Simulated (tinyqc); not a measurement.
# Surface potential of a MOS transistor: implicit equation and explicit approximations: what changes with what

p-type body, charge-sheet picture, depletion and inversion only, full ionisation (an idealisation for deep acceptors), Boltzmann statistics (rough once Na exp(x - xn) passes about Nc/7). In units of Vt: xg = (Vg - Vfb)/Vt, x = psi/Vt, G = gamma/sqrt(Vt), xn = (2 phiF + Vc)/Vt. The implicit equation is (xg - x)^2 = G^2 [x - 1 + exp(x - xn)] for x above about 3. Cox = eps0 eox/tox.

Parameters, values chosen for the exercise; band and dielectric values close to those of germanium: temperature T = 400 K; band gap Eg = 0.647 eV; relative permittivity eps_r = 16; conduction-band density of states at T Nc = 1.57e19 cm^-3; valence-band density of states at T Nv = 9.27e18 cm^-3; relative permittivity of the gate insulator (close to silicon dioxide) eox = 3.9; insulator thickness tox = 12 nm; acceptor density Na = 8.5e17 cm^-3; flat-band voltage Vfb = -0.32 V; channel-body voltage Vc = 1 V; gate-body voltage Vg = 3.83 V.

Constants: q = 1.602176634e-19 C, kB = 1.380649e-23 J/K, Vt = kB T/q, eps0 = 8.8541878128e-14 F/cm where lengths are in cm. Results are converted to the units shown.

Each table varies one quantity; the others keep the values above.

## Accuracy of the approximations against gate voltage

ni = sqrt(Nc Nv) exp(-Eg/(2 Vt)), Eg in volts; phiF = Vt ln(Na/ni); gamma = sqrt(2 q eps0 eps_r Na)/Cox; VT = Vfb + Vt (xn + G sqrt(xn - 1)). Depletion value a = 1 + [sqrt(G^2/4 + xg - 1) - G/2]^2; inversion value b = xn + ln[(xg - xn)^2/G^2 - xn + 1] and first guess y = min(a, b) - ln(1 + exp(-|a - b|)) if a > xn + 1, else b = y = a; one second-order correction with D = exp(y - xn), p = 2 (xg - y) + G^2 (1 + D), w = (xg - y)^2 - G^2 (y - 1 + D): z = y + 2 w/(p + sqrt(p^2 - 2 (2 - G^2 D) w)), or the Newton step z = y + w/p where the root is not real. N_inv = (Cox Vt G/q) [sqrt(x - 1 + exp(x - xn)) - sqrt(x - 1)] at the root. Lambert form (Cox m Vt/q) W0[(G/(2 m sqrt(xn - 1))) exp((Vg - VT)/(m Vt))], m = 1 + G/(2 sqrt(xn - 1)). Errors under 1e-4 mV, and the linear form below VT, are printed as 0.

Accuracy of the approximations against gate voltage:
```
Vg (V)	psi (V)	x - xn	error of y (mV)	error of z (mV)	N_inv (cm^-2)	Cox (Vg - VT)/q (cm^-2)	Lambert form (cm^-2)
3.33	1.2601	-5.9189	0.0457	0	1.6225e8	0	1.3488e8
3.53	1.3616	-2.9749	0.851	0	2.9603e9	0	2.7833e9
3.73	1.4544	-0.28327	12.3	-0.0918	4.2052e10	8.6577e9	4.2079e10
3.93	1.5109	1.3559	10.7	-0.145	2.0876e11	3.6787e11	2.1124e11
4.13	1.5400	2.2020	14.2	-0.493	4.6930e11	7.2708e11	4.7500e11
4.33	1.5582	2.7286	12.0	-0.294	7.6732e11	1.0863e12	7.7634e11
4.53	1.5712	3.1068	10.0	-0.167	1.0827e12	1.4455e12	1.0950e12
4.73	1.5814	3.4021	8.64	-0.105	1.4077e12	1.8047e12	1.4234e12
4.93	1.5898	3.6452	7.62	-0.0706	1.7388e12	2.1639e12	1.7577e12
```

psi rises from 1.26 to 1.59 V and ends 3.6 Vt above 2 phiF + Vc. Among the rows the first guess is off by at most 14 mV (at Vg = 4.13 V) and the corrected value by at most 0.49 mV. In the last row the linear form is 24 % above N_inv and the Lambert form 1.1 % above it; in the first row the Lambert form is 17 % below it. For Vg = 3.93, 4.13, 4.33, 4.53, 4.73, 4.93 the electron quasi-Fermi level lies less than 2 Vt below the band edge at the surface, or above it, where degeneracy and confinement, left out, matter.

## Effect of the channel-body voltage at fixed gate voltage

Same model as above.

Results:
```
Vc (V)	psi (V)	x - xn	error of y (mV)	error of z (mV)	N_inv (cm^-2)	Cox (Vg - VT)/q (cm^-2)	Lambert form (cm^-2)
0	0.60616	4.1207	5.43	-0.0247	3.4335e12	4.0787e12	3.4994e12
0.2	0.79745	3.8679	6.27	-0.0384	2.6348e12	3.1844e12	2.6788e12
0.4	0.98637	3.5466	7.52	-0.0676	1.8994e12	2.3702e12	1.9280e12
0.6	1.1711	3.1034	9.59	-0.145	1.2169e12	1.6083e12	1.2339e12
0.8	1.3464	2.3866	13.3	-0.408	5.9470e11	8.8394e11	6.0263e11
1.2	1.5192	-4.2038	0.242	0	8.1914e8	0	7.4813e8
1.4	1.5195	-9.9991	7.36e-4	0	2.4918e6	0	1.7812e6
```

Estimate the missing row, Vc = 1 V.

Computed row:
```
Vc (V)	psi (V)	x - xn	error of y (mV)	error of z (mV)	N_inv (cm^-2)	Cox (Vg - VT)/q (cm^-2)	Lambert form (cm^-2)
1	1.4876	0.68069	1.00	0	1.0824e11	1.8826e11	1.0927e11
```

With this row back in the table: As Vc goes from 0 to 1.4, psi rises from 0.606 to 1.52 V, x - xn falls from 4.12 to -10.0 and N_inv falls from 3.43e12 to 2.49e6 cm^-2. The Lambert form lies between 0.715 and 1.02 times N_inv. psi follows Vc only while the surface is inverted; once x falls below xn it settles at the depletion value. For Vc = 0, 0.2, 0.4, 0.6, 0.8 the electron quasi-Fermi level lies less than 2 Vt below the band edge at the surface, or above it, where degeneracy and confinement, left out, matter.

Program tinyqc, `OMP_NUM_THREADS=1 python tinyqc.py 2122240 2122241 out.jsonl`; Intel Xeon 2.30GHz, shared host, one thread, about 0.01 s.
